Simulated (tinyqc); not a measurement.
Lifetime against injection: carrier lifetime from Shockley-Read-Hall, radiative, Auger and surface recombination. Computed by tinyqc, a small Python program. Command: `OMP_NUM_THREADS=1 python tinyqc.py 3013885 3013886 out.jsonl lifetime walk`. One thread of a shared host (Intel(R) Xeon(R) Processor @ 2.30GHz), about 0.02 s of CPU time with the checks.

Energies are counted from the top of the valence band. Boltzmann statistics, full ionisation, and equal excess densities of electrons and holes.

Inputs (values chosen for the exercise, for a model semiconductor): gap E_g = 1.24 eV; electron mass m_e = 0.0662 m_0; valleys M_c = 1; hole mass m_h = 0.538 m_0; temperature T = 250 K; doping N = 1e+16 cm^-3; trap level E_t = 0.777 eV; trap density N_t = 1.1e+14 cm^-3; electron cross-section sigma_n = 1.3e-15 cm^2; hole cross-section sigma_p = 1.2e-16 cm^2; radiative coefficient B = 8.2e-11 cm^3/s; Auger coefficient C_n = 4.5e-30 cm^6/s; Auger coefficient C_p = 3.6e-30 cm^6/s; diffusion coefficient D = 3.5 cm^2/s; surface velocity S = 7700 cm/s; thickness W = 10 micrometre.

Doping: n-type. Surface term: two equal surfaces.

Constants: m_0 = 9.1093837015e-31 kg; k_B = 1.380649e-23 J/K; h = 6.62607015e-34 J s; k_B = 8.617333262e-05 eV/K.

Method:
- N_c = 2 M_c (2 pi m_e k_B T/h^2)^(3/2) and N_v = 2 (2 pi m_h k_B T/h^2)^(3/2), masses in units of m_0.
- n_i = sqrt(N_c N_v) exp(-E_g/2 k_B T); majority density N/2 + sqrt(N^2/4 + n_i^2), minority density n_i^2 over it.
- v = sqrt(3 k_B T/m) with m_e or m_h; tau_n0 = 1/(sigma_n v_n N_t), tau_p0 = 1/(sigma_p v_p N_t); n1 = N_c exp(-(E_g - E_t)/k_B T), p1 = N_v exp(-E_t/k_B T).
- The slowest diffusion mode has x tan x = S W/(2 D) with 0 < x < pi/2 (bisection), and tau_s = W^2/(4 x^2 D). The common approximation is W/(2 S) + W^2/(pi^2 D).
- With n = n_0 + dn, p = p_0 + dn and U/dn = 1/tau: (n p - n_i^2)/dn = n_0 + p_0 + dn = s; 1/tau_SRH = s/[tau_p0 (n + n1) + tau_n0 (p + p1)]; 1/tau_rad = B s; 1/tau_Aug = (C_n n + C_p p) s; the rates add, with 1/tau_s.
- Rows stop below half the smaller effective density of states.

N_c = 3.25153e+17 cm^-3

N_v = 7.53310e+18 cm^-3

n_0 = 1.00e+16 cm^-3

p_0 = 2.46468e-05 cm^-3

tau_p0 = 5.21182e-06 s

n1 = 1.50806e+08 cm^-3

tau_n0 = 1.68758e-07 s

p1 = 1634.34 cm^-3

tau_s = 9.01061e-08 s

Lifetimes (s):
```
dn (cm^-3)         SRH   radiative      Auger   effective  radiative efficiency  fastest channel
1.00e+10    5.2118e-06  1.2195e-06  0.0022222  8.2574e-08               0.06771          surface
1.00e+11    5.2118e-06  1.2195e-06  0.0022222  8.2574e-08               0.06771          surface
1.00e+12    5.2118e-06  1.2194e-06  0.0022216  8.2573e-08               0.06772          surface
1.00e+13    5.2120e-06  1.2183e-06  0.0022160  8.2568e-08               0.06777          surface
1.00e+14    5.2135e-06  1.2074e-06  0.0021613  8.2518e-08               0.06834          surface
1.00e+15    5.2272e-06  1.1086e-06  0.0017120  8.2021e-08               0.07398          surface
1.00e+16    5.2962e-06  6.0976e-07  0.0003968  7.7343e-08               0.12684          surface
1.00e+17    5.3652e-06  1.1086e-07  0.0000106  4.9023e-08               0.44219          surface
```

What does the comparison show, and why?

tau_SRH goes from 5.21e-6 s at low injection (the minority capture time, 5.21e-6 s) to 5.37e-6 s in the last row; at high injection it tends to tau_n0 + tau_p0 = 5.38e-6 s. Ruling channel by row: surface from 1e10 cm^-3.
